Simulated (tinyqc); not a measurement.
Inside a calculation: virtual-crystal alloy in the empirical-pseudopotential method. Values are carried at full precision from step to step, so a last printed digit may differ when a step is redone from the rounded ones.

Virtual crystal A(1-x)B(x): a = (1 - x) a_A + x a_B. Rule linear: V = (1 - x) V_A + x V_B. Rule volume: V = [(1 - x) a_A^3 V_A + x a_B^3 V_B]/a^3, since a form factor is an atomic potential divided by the cell volume.

Constants: hbar^2/2m0 = 3.80998211 eV angstrom^2; Ry = 13.60569312 eV.

Inputs chosen for the exercise (classic local form factors of the size used for Si (A) and Ge (B), which place X and L only to a few tenths of an eV; shifted at random, so the results belong to these values and not to a real crystal):
```
symbol  value                  unit      meaning
a       (5.421, 5.655)         angstrom  lattice constants of A, B
VSA     (-0.212, 0.04, 0.081)  Ry        symmetric form factors of A
VAA     (0, 0, 0)              Ry        antisymmetric form factors of A
VSB     (-0.23, 0.01, 0.059)   Ry        symmetric form factors of B
VAB     (0, 0, 0)              Ry        antisymmetric form factors of B
rule    linear                           mixing rule
x       0.36                             fraction of B
```

## The virtual crystal

Form a, the two weights and the form factors.

a = 5.5052 angstrom

weights of A and B: 0.64000  0.36000

VS at 3, 8, 11 (Ry): -0.21848  0.02920  0.07308

VA at 3, 4, 11 (Ry): 0.00000  0.00000  0.00000

## The six lowest plane waves at X

Empirical pseudopotential on the fcc lattice, atoms at +/- tau, tau = a (1,1,1)/8, no spin-orbit coupling. H(G,G') = c (2 pi/a)^2 |k + G|^2 delta + VS(q) cos(q.tau) + i VA(q) sin(q.tau), q = G - G', c = hbar^2/2m0; k and G in units of 2 pi/a; VS at |q|^2 = 3, 8, 11 and VA at 3, 4, 11, in rydberg, zero elsewhere. At each k the basis holds all G with |k + G|^2 up to 16; energies are counted from the fourth level at Gamma.

k = (1,0,0) with the small basis G = (0,0,0), (-2,0,0), (-1,1,1), (-1,-1,-1), (-1,1,-1), (-1,-1,1) in place of the full one.

H in this small basis (eV):
```
           000    -200  -1+1+1  -1-1-1  -1+1-1  -1-1+1
000      4.963       0  -2.102   2.102  -2.102  -2.102
-200         0   4.963   2.102  -2.102  -2.102  -2.102
-1+1+1  -2.102   2.102   9.926  -0.397       0       0
-1-1-1   2.102  -2.102  -0.397   9.926       0       0
-1+1-1  -2.102  -2.102       0       0   9.926   0.397
-1-1+1  -2.102  -2.102       0       0   0.397   9.926
```

## Levels in the small basis

Diagonalise; the gap between the fourth and fifth level is a first estimate of the direct gap at X.

levels (absolute scale of H) (eV): 2.657  2.657  9.528  9.528  12.628  12.628

gap = 3.100 eV

The full basis gives 3.884 eV for this gap.

## The lowest conduction band along Gamma-X and at L

Full basis at each k.

Levels (eV):
```
k           band 3  band 4  band 5  band 6
L           -1.221  -1.221   1.537   4.046
(0.00,0,0)   0.000   0.000   3.009   3.416
(0.20,0,0)  -0.531  -0.531   2.844   4.083
(0.40,0,0)  -1.439  -1.439   1.907   4.234
(0.60,0,0)  -2.228  -2.228   1.204   2.753
(0.70,0,0)  -2.508  -2.508   0.992   2.127
(0.80,0,0)  -2.709  -2.709   0.889   1.630
(0.85,0,0)  -2.774  -2.774   0.877   1.435
(0.90,0,0)  -2.826  -2.826   0.894   1.264
(1.00,0,0)  -2.867  -2.867   1.017   1.017
```

On these points band 5 is lowest at (0.85,0,0), 0.877 eV above the valence top: in this model the gap is indirect, by a margin of 2132 meV.

## Checks

- Fifth band at (0.85,0,0) against the equivalent point (0,0,-0.85), on the absolute scale of H (eV): both 11.0748.

Run: tinyqc, `OMP_NUM_THREADS=1 python tinyqc.py 1080651 1080652 out.jsonl`; Intel(R) Xeon(R) Processor @ 2.30GHz, one thread, shared host; about 0.2 s of CPU time with all checks.
